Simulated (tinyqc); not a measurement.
Doping and voltage from widths and field.

Question. In the depletion approximation an abrupt p-n junction has a triangular field: peak E = q Nd xn/(eps0 eps_r) = q Na xp/(eps0 eps_r), W = xn + xp, and Vbi - V = E W/2. Find Nd, Na and Vbi - V.

Values chosen for this exercise:

| symbol | value | unit | meaning |
|---|---|---|---|
| eps_r | 12.5 |  | relative permittivity |

Constants: q = 1.602176634e-19 C, eps0 = 8.8541878128e-14 F/cm where lengths are in cm. Results are converted to the units shown.

W = 98.154692 nm
peak field = 253.94762 kV/cm
xn = 83.535908 nm

Solution. Gauss's law on each side gives its doping from the peak field and its width; the voltage is the area of the triangle.

Nd = 2.100e17 cm^-3
Na = 1.200e18 cm^-3
Vbi - V = 1.246 V

tinyqc, about 0.01 s, one thread, Intel Xeon 2.30GHz (shared host): `OMP_NUM_THREADS=1 python tinyqc.py 2000031 2000032 out.jsonl`
